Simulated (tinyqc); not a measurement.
UKS/exchange-only LDA in the sto-3g basis, for BeH, spin multiplicity 2, step by step (part 1 of 2). Computed by tinyqc, a small Python program that keeps every step (integrals from PySCF). Settings: charge = 0, multiplicity = 2, basis = sto-3g, energy threshold = 1e-08, iteration cap = 74, orthogonalisation = canonical, start = atomic densities, DIIS depth = 0, method = UKS, functional = Slater exchange alone, grid = [20, 14]. Command: `OMP_NUM_THREADS=1 python tinyqc.py 23480 23481 out.jsonl` (the two numbers bound the seeds that draw the settings). One thread of a shared host (Intel(R) Xeon(R) Processor @ 2.60GHz), about 1 s of CPU time with the checks. Later iterations appear only in the table of the cycle.

## One-electron integrals

Geometry (angstrom):
```
atom        x        y        z
Be    0.00000  0.00000  0.00000
H     0.00000  0.00000  1.59200
```

Basis sto-3g: exponents (1/bohr^2) and contraction coefficients of normalised primitives:
```
element  l (shell)  exponent  coefficient
Be           s (1)  30.16787      0.15433
Be           s (1)   5.49512      0.53533
Be           s (1)   1.48719      0.44463
Be           s (2)   1.31483     -0.09997
Be           s (2)   0.30554      0.39951
Be           s (2)   0.09937      0.70012
Be           p (3)   1.31483      0.15592
Be           p (3)   0.30554      0.60768
Be           p (3)   0.09937      0.39196
H            s (1)   3.42525      0.15433
H            s (1)   0.62391      0.53533
H            s (1)   0.16886      0.44463
```

Overlap, kinetic and nuclear-attraction integrals over the contracted functions; the nuclear repulsion is the sum of Za Zb / Rab.

nuclear repulsion = 1.3295910 hartree

overlap S, order 1Be 1s, 1Be 2s, 1Be 2px, 1Be 2py, 1Be 2pz, 2H 1s:
```
[[1.00000, 0.25952, 0.00000, 0.00000, 0.00000, 0.03996],
 [0.25952, 1.00000, 0.00000, 0.00000, 0.00000, 0.36266],
 [0.00000, 0.00000, 1.00000, 0.00000, 0.00000, 0.00000],
 [0.00000, 0.00000, 0.00000, 1.00000, 0.00000, 0.00000],
 [0.00000, 0.00000, 0.00000, 0.00000, 1.00000, 0.44658],
 [0.03996, 0.36266, 0.00000, 0.00000, 0.44658, 1.00000]]
```

kinetic energy T (hartree), order 1Be 1s, 1Be 2s, 1Be 2px, 1Be 2py, 1Be 2pz, 2H 1s:
```
[[6.69397, -0.03301, 0.00000, 0.00000, 0.00000, -0.01121],
 [-0.03301, 0.21111, 0.00000, 0.00000, 0.00000, 0.03610],
 [0.00000, 0.00000, 0.66059, 0.00000, 0.00000, 0.00000],
 [0.00000, 0.00000, 0.00000, 0.66059, 0.00000, 0.00000],
 [0.00000, 0.00000, 0.00000, 0.00000, 0.66059, 0.11875],
 [-0.01121, 0.03610, 0.00000, 0.00000, 0.11875, 0.76003]]
```

nuclear attraction V (hartree), order 1Be 1s, 1Be 2s, 1Be 2px, 1Be 2py, 1Be 2pz, 2H 1s:
```
[[-14.89349, -1.98551, 0.00000, 0.00000, -0.01275, -0.30529],
 [-1.98551, -2.63518, 0.00000, 0.00000, -0.11965, -0.90483],
 [0.00000, 0.00000, -2.58700, 0.00000, 0.00000, 0.00000],
 [0.00000, 0.00000, 0.00000, -2.58700, 0.00000, 0.00000],
 [-0.01275, -0.11965, 0.00000, 0.00000, -2.67593, -1.09298],
 [-0.30529, -0.90483, 0.00000, 0.00000, -1.09298, -2.55261]]
```

core Hamiltonian H = T + V (hartree), order 1Be 1s, 1Be 2s, 1Be 2px, 1Be 2py, 1Be 2pz, 2H 1s:
```
[[-8.19951, -2.01852, 0.00000, 0.00000, -0.01275, -0.31650],
 [-2.01852, -2.42407, 0.00000, 0.00000, -0.11965, -0.86873],
 [0.00000, 0.00000, -1.92641, 0.00000, 0.00000, 0.00000],
 [0.00000, 0.00000, 0.00000, -1.92641, 0.00000, 0.00000],
 [-0.01275, -0.11965, 0.00000, 0.00000, -2.01534, -0.97424],
 [-0.31650, -0.86873, 0.00000, 0.00000, -0.97424, -1.79257]]
```

## Two-electron integrals

Functions are numbered as in S; the eight-fold symmetry (ij|kl) = (ji|kl) = (kl|ij) leaves the list below.

Two-electron integrals (ij|kl) in chemists' order, unique and non-zero (hartree):
```
(11|11) 2.29883   (21|11) 0.39204   (21|21) 0.07954   (22|11) 0.57099
(22|21) 0.14304   (22|22) 0.41768   (31|31) 0.01461   (32|31) 0.02189
(32|32) 0.09226   (33|11) 0.56958   (33|21) 0.14308   (33|22) 0.41759
(33|33) 0.44986   (41|41) 0.01461   (42|41) 0.02189   (42|42) 0.09226
(43|43) 0.02425   (44|11) 0.56958   (44|21) 0.14308   (44|22) 0.41759
(44|33) 0.40136   (44|44) 0.44986   (51|51) 0.01461   (52|51) 0.02189
(52|52) 0.09226   (53|53) 0.02425   (54|54) 0.02425   (55|11) 0.56958
(55|21) 0.14308   (55|22) 0.41759   (55|33) 0.40136   (55|44) 0.40136
(55|55) 0.44986   (61|11) 0.05959   (61|21) 0.01208   (61|22) 0.02192
(61|33) 0.02177   (61|44) 0.02177   (61|51) 0.00106   (61|52) 0.00201
(61|55) 0.02223   (61|61) 0.00192   (62|11) 0.16162   (62|21) 0.04117
(62|22) 0.13328   (62|33) 0.12803   (62|44) 0.12803   (62|51) 0.00535
(62|52) 0.03442   (62|55) 0.14366   (62|61) 0.00692   (62|62) 0.06654
(63|31) 0.00355   (63|32) 0.01715   (63|53) 0.00577   (63|63) 0.00565
(64|41) 0.00355   (64|42) 0.01715   (64|54) 0.00577   (64|64) 0.00565
(65|11) 0.18002   (65|21) 0.04637   (65|22) 0.15718   (65|33) 0.14791
(65|44) 0.14791   (65|51) 0.00859   (65|52) 0.05322   (65|55) 0.17556
(65|61) 0.00810   (65|62) 0.08872   (65|65) 0.12140   (66|11) 0.33131
(66|21) 0.08583   (66|22) 0.31251   (66|33) 0.29033   (66|44) 0.29033
(66|51) 0.01230   (66|52) 0.10461   (66|55) 0.35656   (66|61) 0.01469
(66|62) 0.20317   (66|65) 0.28614   (66|66) 0.77461
```

## Orthogonalisation

S = U s U^T; canonical form X = U s^(-1/2), so that X^T S X = 1. Each column of U has its largest component positive (the first on a tie).

eigenvalues of S: [0.40955, 0.79554, 1.00000, 1.00000, 1.18133, 1.61358]

X, order 1Be 1s, 1Be 2s, 1Be 2px, 1Be 2py, 1Be 2pz, 2H 1s:
```
[[0.26658, 0.78105, 0.00000, 0.00000, 0.59624, 0.20165],
 [-0.77025, -0.57960, 0.00000, 0.00000, 0.44782, 0.39586],
 [0.00000, 0.00000, -0.02319, 0.99973, 0.00000, 0.00000],
 [0.00000, 0.00000, 0.99973, 0.02319, 0.00000, 0.00000],
 [-0.80421, 0.50708, 0.00000, 0.00000, -0.49935, 0.38244],
 [1.06330, -0.23216, 0.00000, 0.00000, -0.20276, 0.52546]]
```

Within a degenerate level the vectors are fixed only up to a rotation; this is one choice.

## Starting guess

The start is atomic minimal-basis densities projected into this basis (PySCF's MINAO start) and scaled to the electron count of each spin; this density is not idempotent, so its energy is not variational and may lie below the converged one.

D(alpha) at the start, order 1Be 1s, 1Be 2s, 1Be 2px, 1Be 2py, 1Be 2pz, 2H 1s:
```
[[1.29385, -0.31862, 0.00000, 0.00000, 0.00750, -0.02116],
 [-0.31862, 1.24213, 0.00000, 0.00000, -0.01799, 0.08648],
 [0.00000, 0.00000, 0.00000, 0.00000, 0.00000, 0.00000],
 [0.00000, 0.00000, 0.00000, 0.00000, 0.00000, 0.00000],
 [0.00750, -0.01799, 0.00000, 0.00000, 0.00113, 0.02036],
 [-0.02116, 0.08648, 0.00000, 0.00000, 0.02036, 0.54904]]
```

D(beta) at the start, order 1Be 1s, 1Be 2s, 1Be 2px, 1Be 2py, 1Be 2pz, 2H 1s:
```
[[0.86257, -0.21241, 0.00000, 0.00000, 0.00500, -0.01411],
 [-0.21241, 0.82808, 0.00000, 0.00000, -0.01199, 0.05765],
 [0.00000, 0.00000, 0.00000, 0.00000, 0.00000, 0.00000],
 [0.00000, 0.00000, 0.00000, 0.00000, 0.00000, 0.00000],
 [0.00500, -0.01199, 0.00000, 0.00000, 0.00075, 0.01358],
 [-0.01411, 0.05765, 0.00000, 0.00000, 0.01358, 0.36603]]
```

## Iteration 1: exchange-correlation on the grid

Becke grid with 20 radial and 14 angular points per atom, points of zero weight dropped. rho = sum D_ij phi_i phi_j; V_xc,ij = sum w v_xc phi_i phi_j; v_xc is d(rho eps)/d rho(s) for spin s.

The 16 grid points with the largest w rho, of 549 (bohr, atomic units):
```
x                y         z        w  rho(alpha)  rho(beta)    eps_xc  v_xc(alpha)
0.22133   -0.22133   0.22133  0.02420     1.16110    0.77407  -0.92857     -1.30404
-0.22133  -0.22133   0.22133  0.02420     1.16110    0.77407  -0.92857     -1.30404
-0.22133   0.22133   0.22133  0.02420     1.16110    0.77407  -0.92857     -1.30404
0.22133    0.22133   0.22133  0.02420     1.16110    0.77407  -0.92857     -1.30404
0.22133   -0.22133  -0.22133  0.02420     1.15880    0.77254  -0.92796     -1.30318
0.22133    0.22133  -0.22133  0.02420     1.15880    0.77254  -0.92796     -1.30318
-0.22133  -0.22133  -0.22133  0.02420     1.15880    0.77254  -0.92796     -1.30318
-0.22133   0.22133  -0.22133  0.02420     1.15880    0.77254  -0.92796     -1.30318
0.00000    0.00000   1.62567  0.85311     0.03088    0.02058  -0.27716     -0.38924
0.00000    0.00000   0.38335  0.02151     1.16207    0.77472  -0.92883     -1.30440
-0.38335   0.00000   0.00000  0.02151     1.15991    0.77327  -0.92825     -1.30359
0.00000   -0.38335   0.00000  0.02151     1.15991    0.77327  -0.92825     -1.30359
0.00000    0.38335   0.00000  0.02151     1.15991    0.77327  -0.92825     -1.30359
0.38335    0.00000   0.00000  0.02151     1.15991    0.77327  -0.92825     -1.30359
0.00000    0.00000  -0.38335  0.02151     1.15804    0.77203  -0.92775     -1.30289
0.00000    0.00000   2.15287  0.45460     0.05259    0.03506  -0.33100     -0.46484
```

electrons on the grid, sum of w rho = 4.99419

E_xc = sum of w rho eps_xc = -2.7350433 hartree

V_xc(alpha) (hartree), order 1Be 1s, 1Be 2s, 1Be 2px, 1Be 2py, 1Be 2pz, 2H 1s:
```
[[-1.42077, -0.20399, 0.00000, 0.00000, -0.00038, -0.03134],
 [-0.20399, -0.28827, 0.00000, 0.00000, -0.01571, -0.11428],
 [0.00000, 0.00000, -0.27941, 0.00000, 0.00000, 0.00000],
 [0.00000, 0.00000, 0.00000, -0.27941, 0.00000, 0.00000],
 [-0.00038, -0.01571, 0.00000, 0.00000, -0.29880, -0.14570],
 [-0.03134, -0.11428, 0.00000, 0.00000, -0.14570, -0.38991]]
```

V_xc(beta) (hartree), order 1Be 1s, 1Be 2s, 1Be 2px, 1Be 2py, 1Be 2pz, 2H 1s:
```
[[-1.24116, -0.17820, 0.00000, 0.00000, -0.00034, -0.02738],
 [-0.17820, -0.25183, 0.00000, 0.00000, -0.01372, -0.09983],
 [0.00000, 0.00000, -0.24409, 0.00000, 0.00000, 0.00000],
 [0.00000, 0.00000, 0.00000, -0.24409, 0.00000, 0.00000],
 [-0.00034, -0.01372, 0.00000, 0.00000, -0.26103, -0.12728],
 [-0.02738, -0.09983, 0.00000, 0.00000, -0.12728, -0.34062]]
```

## Iteration 1: building the Kohn-Sham matrix

J_ij = sum D_kl (ij|kl) with D = D(alpha) + D(beta); F = H + J + V_xc; E = tr D H + tr D J / 2 + E_xc + E_nn.

Coulomb J (hartree), order 1Be 1s, 1Be 2s, 1Be 2px, 1Be 2py, 1Be 2pz, 2H 1s:
```
[[6.08180, 1.15002, 0.00000, 0.00000, 0.01236, 0.17684],
 [1.15002, 2.27836, 0.00000, 0.00000, 0.10414, 0.78968],
 [0.00000, 0.00000, 2.25263, 0.00000, 0.00000, 0.00000],
 [0.00000, 0.00000, 0.00000, 2.25263, 0.00000, 0.00000],
 [0.01236, 0.10414, 0.00000, 0.00000, 2.31967, 0.95676],
 [0.17684, 0.78968, 0.00000, 0.00000, 0.95676, 2.05073]]
```

F(alpha) (hartree), order 1Be 1s, 1Be 2s, 1Be 2px, 1Be 2py, 1Be 2pz, 2H 1s:
```
[[-3.53849, -1.07249, 0.00000, 0.00000, -0.00078, -0.17099],
 [-1.07249, -0.43398, 0.00000, 0.00000, -0.03122, -0.19332],
 [0.00000, 0.00000, 0.04681, 0.00000, 0.00000, 0.00000],
 [0.00000, 0.00000, 0.00000, 0.04681, 0.00000, 0.00000],
 [-0.00078, -0.03122, 0.00000, 0.00000, 0.00553, -0.16318],
 [-0.17099, -0.19332, 0.00000, 0.00000, -0.16318, -0.13176]]
```

F(beta) (hartree), order 1Be 1s, 1Be 2s, 1Be 2px, 1Be 2py, 1Be 2pz, 2H 1s:
```
[[-3.35887, -1.04670, 0.00000, 0.00000, -0.00073, -0.16703],
 [-1.04670, -0.39754, 0.00000, 0.00000, -0.02923, -0.17888],
 [0.00000, 0.00000, 0.08213, 0.00000, 0.00000, 0.00000],
 [0.00000, 0.00000, 0.00000, 0.08213, 0.00000, 0.00000],
 [-0.00073, -0.02923, 0.00000, 0.00000, 0.04331, -0.14476],
 [-0.16703, -0.17888, 0.00000, 0.00000, -0.14476, -0.08246]]
```

total energy of this density = -14.5104538 hartree

This density is the starting one; it is not idempotent, so its energy is not variational and may lie below the converged one.

## Iteration 1: diagonalisation and new density

Diagonalise F' = X^T F X, C = X C', fill 3 alpha and 2 beta electrons from the bottom; D(s) = C_occ C_occ^T. Each column has its largest component positive (the first on a tie).

F' = X^T F X (alpha) (hartree):
```
[[0.24657, -0.25658, 0.00000, 0.00000, -0.17926, -0.12177],
 [-0.25658, -1.27295, 0.00000, 0.00000, -1.51738, -0.66103],
 [0.00000, 0.00000, 0.04681, 0.00000, 0.00000, 0.00000],
 [0.00000, 0.00000, 0.00000, 0.04681, 0.00000, 0.00000],
 [-0.17926, -1.51738, 0.00000, 0.00000, -1.86390, -0.85975],
 [-0.12177, -0.66103, 0.00000, 0.00000, -0.85975, -0.61051]]
```

orbital energies (alpha) (hartree): [-3.54619, -0.21278, -0.03935, 0.04681, 0.04681, 0.29754]

coefficients C (alpha), order 1Be 1s, 1Be 2s, 1Be 2px, 1Be 2py, 1Be 2pz, 2H 1s:
```
[[0.98585, -0.18696, -0.23498, 0.00000, 0.00000, 0.12329],
 [0.05179, 0.51800, 0.82861, 0.00000, 0.00000, -0.57347],
 [0.00000, 0.00000, 0.00000, 0.90001, -0.43588, 0.00000],
 [0.00000, 0.00000, 0.00000, 0.43588, 0.90001, 0.00000],
 [0.00470, 0.25518, -0.52993, 0.00000, 0.00000, -0.97649],
 [-0.01008, 0.58230, -0.33975, 0.00000, 0.00000, 1.02328]]
```

F' = X^T F X (beta) (hartree):
```
[[0.30005, -0.23977, 0.00000, 0.00000, -0.16283, -0.10846],
 [-0.23977, -1.16512, 0.00000, 0.00000, -1.45005, -0.63587],
 [0.00000, 0.00000, 0.08213, 0.00000, 0.00000, 0.00000],
 [0.00000, 0.00000, 0.00000, 0.08213, 0.00000, 0.00000],
 [-0.16283, -1.45005, 0.00000, 0.00000, -1.76829, -0.83873],
 [-0.10846, -0.63587, 0.00000, 0.00000, -0.83873, -0.55939]]
```

orbital energies (beta) (hartree): [-3.36923, -0.16867, -0.00068, 0.08213, 0.08213, 0.34583]

coefficients C (beta), order 1Be 1s, 1Be 2s, 1Be 2px, 1Be 2py, 1Be 2pz, 2H 1s:
```
[[0.98303, -0.19552, -0.23745, 0.00000, 0.00000, 0.12778],
 [0.06129, 0.53068, 0.81502, 0.00000, 0.00000, -0.58037],
 [0.00000, 0.00000, 0.00000, 0.93871, -0.34472, 0.00000],
 [0.00000, 0.00000, 0.00000, 0.34472, 0.93871, 0.00000],
 [0.00554, 0.25912, -0.54643, 0.00000, 0.00000, -0.96630],
 [-0.01205, 0.56974, -0.33015, 0.00000, 0.00000, 1.03343]]
```

D(alpha) after iteration 1, order 1Be 1s, 1Be 2s, 1Be 2px, 1Be 2py, 1Be 2pz, 2H 1s:
```
[[1.06208, -0.24049, 0.00000, 0.00000, 0.08145, -0.03896],
 [-0.24049, 0.95760, 0.00000, 0.00000, -0.30667, 0.01959],
 [0.00000, 0.00000, 0.00000, 0.00000, 0.00000, 0.00000],
 [0.00000, 0.00000, 0.00000, 0.00000, 0.00000, 0.00000],
 [0.08145, -0.30667, 0.00000, 0.00000, 0.34596, 0.32859],
 [-0.03896, 0.01959, 0.00000, 0.00000, 0.32859, 0.45461]]
```

D(beta) after iteration 1, order 1Be 1s, 1Be 2s, 1Be 2px, 1Be 2py, 1Be 2pz, 2H 1s:
```
[[1.00457, -0.04351, 0.00000, 0.00000, -0.04522, -0.12324],
 [-0.04351, 0.28538, 0.00000, 0.00000, 0.13785, 0.30161],
 [0.00000, 0.00000, 0.00000, 0.00000, 0.00000, 0.00000],
 [0.00000, 0.00000, 0.00000, 0.00000, 0.00000, 0.00000],
 [-0.04522, 0.13785, 0.00000, 0.00000, 0.06717, 0.14756],
 [-0.12324, 0.30161, 0.00000, 0.00000, 0.14756, 0.32475]]
```

Within a degenerate level the vectors are fixed only up to a rotation; this is one choice.

## Iteration 2: exchange-correlation on the grid

As before.

The 16 grid points with the largest w rho, of 549 (bohr, atomic units):
```
x                y         z        w  rho(alpha)  rho(beta)    eps_xc  v_xc(alpha)
0.00000    0.00000   1.62567  0.85311     0.04050    0.03737  -0.31551     -0.42608
0.00000    0.00000   2.15287  0.45460     0.06529    0.05476  -0.36496     -0.49959
0.00000    0.00000  -2.15287  2.25805     0.02162    0.00007  -0.25849     -0.34562
0.22133   -0.22133   0.22133  0.02420     0.96900    0.93215  -0.91501     -1.22775
-0.22133   0.22133   0.22133  0.02420     0.96900    0.93215  -0.91501     -1.22775
-0.22133  -0.22133   0.22133  0.02420     0.96900    0.93215  -0.91501     -1.22775
0.22133    0.22133   0.22133  0.02420     0.96900    0.93215  -0.91501     -1.22775
-0.22133   0.22133  -0.22133  0.02420     0.94989    0.94353  -0.91370     -1.21962
-0.22133  -0.22133  -0.22133  0.02420     0.94989    0.94353  -0.91370     -1.21962
0.22133   -0.22133  -0.22133  0.02420     0.94989    0.94353  -0.91370     -1.21962
0.22133    0.22133  -0.22133  0.02420     0.94989    0.94353  -0.91370     -1.21962
0.00000    0.00000  -1.62567  1.05263     0.03994    0.00032  -0.31605     -0.42411
0.00000    0.00000   0.38335  0.02151     0.98455    0.92960  -0.91718     -1.23428
0.00000    0.00000  -0.38335  0.02151     0.95107    0.94926  -0.91480     -1.22012
-0.38335   0.00000   0.00000  0.02151     0.95529    0.93705  -0.91354     -1.22193
0.00000   -0.38335   0.00000  0.02151     0.95529    0.93705  -0.91354     -1.22193
```

electrons on the grid, sum of w rho = 4.98066

E_xc = sum of w rho eps_xc = -2.7136424 hartree

V_xc(alpha) (hartree), order 1Be 1s, 1Be 2s, 1Be 2px, 1Be 2py, 1Be 2pz, 2H 1s:
```
[[-1.33633, -0.19529, 0.00000, 0.00000, 0.00308, -0.02985],
 [-0.19529, -0.29152, 0.00000, 0.00000, 0.00693, -0.11463],
 [0.00000, 0.00000, -0.27328, 0.00000, 0.00000, 0.00000],
 [0.00000, 0.00000, 0.00000, -0.27328, 0.00000, 0.00000],
 [0.00308, 0.00693, 0.00000, 0.00000, -0.32147, -0.14775],
 [-0.02985, -0.11463, 0.00000, 0.00000, -0.14775, -0.39596]]
```

V_xc(beta) (hartree), order 1Be 1s, 1Be 2s, 1Be 2px, 1Be 2py, 1Be 2pz, 2H 1s:
```
[[-1.31771, -0.18456, 0.00000, 0.00000, -0.00567, -0.02902],
 [-0.18456, -0.20952, 0.00000, 0.00000, -0.06827, -0.10685],
 [0.00000, 0.00000, -0.20155, 0.00000, 0.00000, 0.00000],
 [0.00000, 0.00000, 0.00000, -0.20155, 0.00000, 0.00000],
 [-0.00567, -0.06827, 0.00000, 0.00000, -0.22034, -0.14254],
 [-0.02902, -0.10685, 0.00000, 0.00000, -0.14254, -0.36795]]
```

## Iteration 2: building the Kohn-Sham matrix

As before.

Coulomb J (hartree), order 1Be 1s, 1Be 2s, 1Be 2px, 1Be 2py, 1Be 2pz, 2H 1s:
```
[[5.98736, 1.13551, 0.00000, 0.00000, 0.01453, 0.17509],
 [1.13551, 2.26222, 0.00000, 0.00000, 0.12411, 0.80774],
 [0.00000, 0.00000, 2.22303, 0.00000, 0.00000, 0.00000],
 [0.00000, 0.00000, 0.00000, 2.22303, 0.00000, 0.00000],
 [0.01453, 0.12411, 0.00000, 0.00000, 2.33090, 0.98922],
 [0.17509, 0.80774, 0.00000, 0.00000, 0.98922, 2.13920]]
```

F(alpha) (hartree), order 1Be 1s, 1Be 2s, 1Be 2px, 1Be 2py, 1Be 2pz, 2H 1s:
```
[[-3.54849, -1.07829, 0.00000, 0.00000, 0.00485, -0.17125],
 [-1.07829, -0.45337, 0.00000, 0.00000, 0.01139, -0.17562],
 [0.00000, 0.00000, 0.02333, 0.00000, 0.00000, 0.00000],
 [0.00000, 0.00000, 0.00000, 0.02333, 0.00000, 0.00000],
 [0.00485, 0.01139, 0.00000, 0.00000, -0.00590, -0.13277],
 [-0.17125, -0.17562, 0.00000, 0.00000, -0.13277, -0.04933]]
```

F(beta) (hartree), order 1Be 1s, 1Be 2s, 1Be 2px, 1Be 2py, 1Be 2pz, 2H 1s:
```
[[-3.52987, -1.06757, 0.00000, 0.00000, -0.00390, -0.17043],
 [-1.06757, -0.37137, 0.00000, 0.00000, -0.06381, -0.16784],
 [0.00000, 0.00000, 0.09507, 0.00000, 0.00000, 0.00000],
 [0.00000, 0.00000, 0.00000, 0.09507, 0.00000, 0.00000],
 [-0.00390, -0.06381, 0.00000, 0.00000, 0.09522, -0.12756],
 [-0.17043, -0.16784, 0.00000, 0.00000, -0.12756, -0.02132]]
```

total energy of this density = -14.5023728 hartree
